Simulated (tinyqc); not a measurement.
# Schottky barrier on an n-type semiconductor with a surface-enhanced doping, non-linear Poisson equation by Newton steps: Capacitance-voltage profiling

One dimension, metal at x = 0, donor density C(x) = Nd + N0 exp(-x/Ls). Energies are counted from the electron Fermi level of the semiconductor and the conduction-band edge is Ec = -psi, so n = Nc exp(psi/Vt); holes follow the Fermi level of the metal, at -V, so p = Nv exp((V - psi - Eg)/Vt). Ends: psi(0) = V - phiB and psi = Vt ln(Nd/Nc) deep inside. Boltzmann statistics, full ionisation, no current, no image force in the Poisson equation.

The Poisson equation d/dx(eps0 eps_r dpsi/dx) = -q (p - n + C) is solved on a mesh of about 1000 nodes or more that ends in neutral material. C_s = q d/dV of the integral of n over x, from the linearised equation. Probed depth w = eps0 eps_r/C_s; apparent doping N_app = C_s^3/(q eps0 eps_r dC_s/dV), the derivative by central differences over +/- 0.02 V.

Parameters, values chosen for the exercise; band and dielectric values those of a made-up semiconductor: temperature T = 300 K; band gap Eg = 1.31 eV; relative permittivity eps_r = 11.7; conduction-band density of states at T Nc = 2.28e19 cm^-3; valence-band density of states at T Nv = 2.41e19 cm^-3; donor density deep in the semiconductor Nd = 5.6e15 cm^-3; barrier height phiB = 0.63 eV; extra donor density at the surface N0 = 3.8e16 cm^-3; decay length Ls = 63 nm.

Constants: q = 1.602176634e-19 C, kB = 1.380649e-23 J/K, Vt = kB T/q, eps0 = 8.8541878128e-14 F/cm where lengths are in cm. Results are converted to the units shown.

Result of one run:
```
C_s (nF/cm^2)  w (nm)  N_app (cm^-3)  true C(w) (cm^-3)  |E_0| (kV/cm)
24.4              424        5.68e15            5.65e15           73.7
```

Which bias of the metal against the semiconductor V gave this result: -0.62, -1.88, -3.75 or -4.38 V?

V = -0.62 V.

The whole series:
```
V (V)  C_s (nF/cm^2)  w (nm)  N_app (cm^-3)  true C(w) (cm^-3)  |E_0| (kV/cm)
0               47.3     219        7.29e15            6.77e15           54.2
-0.62           24.4     424        5.68e15            5.65e15           73.7
-1.25           18.2     570        5.61e15            5.60e15           86.4
-1.88           15.1     686        5.60e15            5.60e15           96.4
-2.5            13.2     783        5.60e15            5.60e15            105
-3.12           11.9     870        5.60e15            5.60e15            112
-3.75           10.9     950        5.60e15            5.60e15            119
-4.38           10.1  1.02e3        5.60e15            5.60e15            126
-5              9.49  1.09e3        5.60e15            5.60e15            132
```

C_s falls from 47.3 to 9.49 nF/cm^2 while the probed depth goes from 219 to 1090 nm. The apparent doping falls from 7.29e15 to 5.60e15 cm^-3. It departs most from the true doping at that depth for V = 0 V, where it is 7.7 % above it; the method senses the electrons at the edge of the depleted layer, which are smeared over a few Debye lengths (LD = 55 nm at Nd), so it cannot follow a doping that changes on that scale.

Numbers from tinyqc (`OMP_NUM_THREADS=1 python tinyqc.py 2020083 2020084 out.jsonl`; about 0.07 s on one thread of a shared Intel Xeon 2.30GHz).
